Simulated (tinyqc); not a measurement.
## Resistance of a source-drain extension with a graded tip: abruptness at a fixed junction position

y runs along the channel, the gate covers y > 0. The doping is N0 for y < y0 and N0 10^(-(y - y0)/la) beyond, uniform over the depth xj. Sheet conductance s(y) = q mu(N) max(N - Nch, 0) xj + (for y > 0) ma Cox Vo, with mu(N) = u0 + (u1 - u0)/(1 + (N/Nr)^au) and Cox = eps0 eox/tox. Current is taken as one-dimensional; depletion of the tip, spreading and the contact are left out. The metallurgical junction lies at yj, where N = Nch.

R_spacer = integral of dy/s from -Ls to 0, R_ov from 0 to yj, R_channel = (Lg - 2 yj)/(ma Cox Vo), R_total = 2 R_spacer + 2 R_ov + R_channel. Electrical length L_eff = ma Cox dR_total/d(1/Vo); R_series = R_total - L_eff/(ma Cox Vo). y0 is moved with la so that yj stays at 15.672 nm.

Values chosen for this exercise; mobility law close to that of electrons in silicon: relative permittivity of the gate insulator (close to aluminium oxide) eox = 8.88; insulator thickness tox = 4.3 nm; active doping of the extension far from the gate N0 = 1.6e20 cm^-3; depth of the extension xj = 7 nm; channel doping Nch = 3.5e17 cm^-3; spacer length Ls = 23 nm; gate overdrive Vo = 0.36 V; mobility of the gate-induced layer ma = 110 cm^2/(V s); mobility at low doping u1 = 1414 cm^2/(V s); mobility at high doping u0 = 68.5 cm^2/(V s); reference doping Nr = 9.2e16 cm^-3; exponent au = 0.711; gate length Lg = 50 nm.

Constants: q = 1.602176634e-19 C, eps0 = 8.8541878128e-14 F/cm where lengths are in cm. Results are converted to the units shown.

The same in every row: yj (nm) = 15.67; R_channel (ohm um) = 257.6.

Results:
```
la (nm/decade),R_spacer (ohm um),R_ov (ohm um),R_total (ohm um),L_eff (nm),R_series (ohm um)
1,17.09,25.63,343.1,20.23,63.73
3.6,17.09,63.55,418.9,24.11,85.99
4.9,17.09,82.51,456.8,26.05,97.12
6.1,17.14,99.97,491.8,27.84,107.4
7.4,19.70,116.8,530.6,29.72,120.0
8.7,26.96,130.1,571.8,31.47,137.2
10,39.29,140.5,617.3,33.02,161.3
```

Estimate the missing row, la = 2.3 nm/decade.

Computed row:
```
la (nm/decade),R_spacer (ohm um),R_ov (ohm um),R_total (ohm um),L_eff (nm),R_series (ohm um)
2.3,17.09,44.59,381.0,22.17,74.86
```

With this row back in the table: As la goes from 1 to 10 nm/decade, R_total rises from 343 to 617 ohm um, R_spacer rises from 17.1 to 39.3 ohm um and R_ov rises from 25.6 to 141 ohm um. R_total changes on average by 30.5 ohm um for each nm/decade. L_eff exceeds the metallurgical length by 1.57 nm in the first row and 14.4 nm in the last, since the gate also controls the lightly doped tips.

Numbers from tinyqc (`OMP_NUM_THREADS=1 python tinyqc.py 2282190 2282191 out.jsonl`; about 0.03 s on one thread of a shared Intel Xeon 2.30GHz).
